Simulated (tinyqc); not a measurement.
Worked calculation: plane-wave Kohn-Sham cycle with exchange-only LDA in a layered model solid. Computed by tinyqc, a small Python program that keeps every step. Settings: points = 16, plane-wave index or count = 2, electrons = 2, k points = 1, area = 10.0, mixing = 0.5, iteration cap = 74. Command: `OMP_NUM_THREADS=1 python tinyqc.py 21472 21473 out.jsonl` (the two numbers bound the seeds that draw the settings). One thread of a shared host (Intel(R) Xeon(R) Processor @ 2.60GHz), about 0.02 s of CPU time with the checks.

A solid whose potential varies along x alone (atomic units):
```
parameter                      value
period a                    9.100000
cross-section of the cell  10.000000
electrons per cell                 2
grid points                       16
plane waves -n..n, n               2
k points                           1
V1 in V1 cos(2 pi x/a)     -0.190000
```

Stop when sqrt(dV sum R^2) is below 1e-8, dV = a A/N.

Course of the cycle:
```
iteration  E (hartree)  norm of the residual
1            -0.537633              1.69e-01
2            -0.514047              1.71e-01
3            -0.547683              1.72e-01
4            -0.514984              1.71e-01
5            -0.547620              1.71e-01
6            -0.514697              1.71e-01
7            -0.547108              1.71e-01
8            -0.514551              1.71e-01
9            -0.546926              1.71e-01
10           -0.514510              1.71e-01
11           -0.546882              1.71e-01
...                ...                   ...
64           -0.514500              1.71e-01
65           -0.546872              1.71e-01
66           -0.514500              1.71e-01
67           -0.546872              1.71e-01
68           -0.514500              1.71e-01
69           -0.546872              1.71e-01
70           -0.514500              1.71e-01
71           -0.546872              1.71e-01
72           -0.514500              1.71e-01
73           -0.546872              1.71e-01
74           -0.514500              1.71e-01
```

Can the last value be used, and what does the course show?

Not by the stop rule. Not converged within 74 iterations: the residual has stopped falling: the iteration swings between two states. Reruns (cap 100 unless said): mixing 0.1: not converged; mixing 0.5, Kerker q0 1.0: converged in 36 (E = -0.44345); mixing 0.3, Pulay depth 5: converged in 11 (E = -0.44345); the original settings with a cap of 400: not converged.
